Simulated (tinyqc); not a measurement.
From results back to parameters: smearing for a one-band metal on the fcc lattice. Three cases, with inputs chosen for the exercise.

Problem. With Gaussian smearing, f = erfc(x)/2, s = exp(-x^2)/(2 sqrt(pi)), x = (E_k - mu)/sigma and free energy F = E - sigma S, small widths give F(sigma) = E0 - D sigma^2/4, where D is the density of states at the Fermi level (both spins, per cell). F at two widths was computed from hidden E0 and D.

Find: D; E0.

Method. D = 4 (F(s1) - F(s2))/(s2^2 - s1^2); E0 = F(s1) + D s1^2/4.

Case 1.

Values chosen: s1 = 0.147 eV; s2 = 0.294 eV.
F(s1) = -3.5269700 eV
F(s2) = -3.5424798 eV

Solution.

D = 0.957 1/eV
E0 = -3.5218 eV

Case 2.

Values chosen: s1 = 0.15 eV; s2 = 0.3 eV.
F(s1) = -3.8665806 eV
F(s2) = -3.8821225 eV

Solution.

D = 0.921 1/eV
E0 = -3.8614 eV

Case 3.

Values chosen: s1 = 0.106 eV; s2 = 0.212 eV.
F(s1) = -2.1808556 eV
F(s2) = -2.1861225 eV

Solution.

D = 0.625 1/eV
E0 = -2.1791 eV

Computed by tinyqc, one run a case: `OMP_NUM_THREADS=1 python tinyqc.py N N+1 out.jsonl` with N = 1652567, 1652615, 1652634; one thread of a shared Intel(R) Xeon(R) Processor @ 2.30GHz, about 0.3 s a run at most.
